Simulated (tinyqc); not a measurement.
Hall effect and magnetoresistance of several carrier groups with constant relaxation times: one step, computed by the program tinyqc.

Group 1 has charge -e and group 2 charge -e; s_i is that sign. B lies along z; mu B is formed with mu in m^2/(V s).

Question. Conductivity of each group. sigma_xx = sum n_i e mu_i/(1 + mu_i^2 B^2); sigma_xy = sum s_i n_i e mu_i^2 B/(1 + mu_i^2 B^2).

Inputs (values chosen for the exercise, for a model conductor):

| quantity | value | unit |
|---|---|---|
| density n1 | 1e+15 | 1/cm^3 |
| mobility mu1 | 7400 | cm^2/(V s) |
| density n2 | 5.5e+13 | 1/cm^3 |
| mobility mu2 | 3700 | cm^2/(V s) |
| magnetic field B | 2.6 | T |

Carriers: two electron groups. Densities: per volume.

Constants: e = 1.602176634e-19 C.

Give: Parts (S/cm); sigma_xx; sigma_xy; sigma at B = 0.

Answer.

Parts (S/cm):

| group | mu B | sigma_xx | sigma_xy |
|---|---|---|---|
| group 1 | 1.924 | 0.2522 | -0.4852 |
| group 2 | 0.962 | 0.01693 | -0.01629 |

sigma_xx = 0.2691 S/cm

sigma_xy = -0.5015 S/cm

sigma at B = 0 = 1.218 S/cm
